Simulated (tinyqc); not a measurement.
Thermal stress, cracking, delamination and buckling of a thin film; Griffith cracks and misfitting inclusions. Changing the substrate Young's modulus E_s. Computed by tinyqc, a small Python program. Command: `OMP_NUM_THREADS=1 python tinyqc.py 3006732 3006733 out.jsonl filmcrack sweep`. One thread of a shared host (Intel(R) Xeon(R) Processor @ 2.30GHz), about 0.01 s of CPU time with the checks.

Isotropic linear elasticity; the substrate is much thicker than the film; stress is positive in tension.

Inputs (values chosen for the exercise, for a model film): film Young's modulus E = 131 GPa; film Poisson ratio nu = 0.33; film expansion alpha_f = 12.6 1e-6/K; substrate expansion alpha_s = 3.1 1e-6/K; deposition temperature T_d = 475 K; final temperature T = 300 K; intrinsic stress = -3 MPa; film thickness h = 0.057 micrometre; substrate Poisson ratio nu_s = 0.2; inclusion radius R = 3.7 micrometre.

Inclusion: sphere.

Method:
- Thermal strain = (alpha_f - alpha_s)(T_d - T); stress = E/(1 - nu) x strain + intrinsic stress; plane-strain modulus Ebar = E/(1 - nu^2); G0 = stress^2 h/(2 Ebar) is the energy freed per area when a long strip loses its stress across its width.
- Dundurs alpha = (Ebar - Ebar_s)/(Ebar + Ebar_s), with Ebar_s = E_s/(1 - nu_s^2). The channel-crack factor is taken as g = 1.258 (1 - alpha)^(-0.7), a rough interpolation chosen for the exercise (1.258 is the value for matched materials).
- Film material fills a sphere of radius R in the substrate, with the misfit e = thermal strain (it wants to shrink if e > 0). Radial stress at the wall s0 = e/[(1 - 2 nu)/E + (1 + nu_s)/(2 E_s)]; inside it is uniform and hydrostatic; outside s_rr = s0 (R/r)^3, s_tt = -s_rr/2. Keep-out radius: where |s_rr| falls to 10 MPa (R if it is lower at the wall).

One run for each value:
```
substrate Young's modulus E_s (GPa)  Dundurs alpha  factor g  radial stress at the wall s0 (MPa)
5.0                                        0.93157    8.2224                               13.56
8.6                                        0.88513    5.7217                               22.97
15.0                                       0.80785    3.9915                               39.03
26.0                                       0.68886    2.8485                               64.76
45.0                                       0.51646    2.0921                              104.37
77.0                                       0.29400    1.6051                              160.05
130.0                                      0.04105    1.2955                              230.56
230.0                                     -0.23946    1.0825                              319.46
400.0                                     -0.47839    0.9568                              405.94
```

What does the table show?

Over the rows, Dundurs alpha falls from 0.932 to -0.478; factor g falls from 8.22 to 0.957 (exponent d ln y / d ln x -0.67 between the first rows and -0.22 between the last); radial stress at the wall s0 (MPa) rises from 13.6 to 406 (exponent d ln y / d ln x 0.97 between the first rows and 0.43 between the last).
